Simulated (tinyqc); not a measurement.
Raising U: Hubbard chain of 4 sites, mean field against exact. Computed by the program tinyqc. Collinear unrestricted mean field (the lowest of 40 random starts) against exact diagonalisation.

one-body matrix (hopping and site energies) (eV):
```
         1        2        3        4
1  -0.4500  -1.4500   0.0000   0.0000
2  -1.4500   0.1300  -1.4500   0.0000
3   0.0000  -1.4500  -0.2600  -1.4500
4   0.0000   0.0000  -1.4500  -0.2200
```

electrons, up and down: 2  2

Exact and mean-field results (eV):
```
U          U/t   E exact  E mean field  mean |n_up - n_down|  double occupancy, exact  first gap in the sector
0.720    0.497  -6.64200      -6.60606                 0.000                    0.228                    1.612
1.450    1.000  -6.01577      -5.86941                 0.000                    0.201                    1.433
2.900    2.000  -4.98942      -4.44342                 0.383                    0.154                    1.151
4.350    3.000  -4.21570      -3.48262                 0.694                    0.115                    0.942
5.800    4.000  -3.63959      -2.88634                 0.819                    0.085                    0.786
8.700    6.000  -2.87960      -2.22494                 0.917                    0.050                    0.578
11.600   8.000  -2.42154      -1.87715                 0.953                    0.031                    0.451
17.400  12.000  -1.91425      -1.52199                 0.979                    0.015                    0.310
29.000  20.000  -1.47963      -1.23436                 0.993                    0.006                    0.189
```

What does the comparison show, and why?

In absolute terms mean field is worst at U/t = 4.0, 0.753 eV too high: at small U it is nearly exact, and at large U it misses only exchange-scale energies. Its local moments set in at U/t = 2.0 of those listed, a broken symmetry that the exact state of a finite cluster with equal spins does not have. Relative to the exact energy its error is 0.5 % at the smallest U, 23 % at most and 17 % at the largest. The double occupancy falls from 0.228 to 0.006.
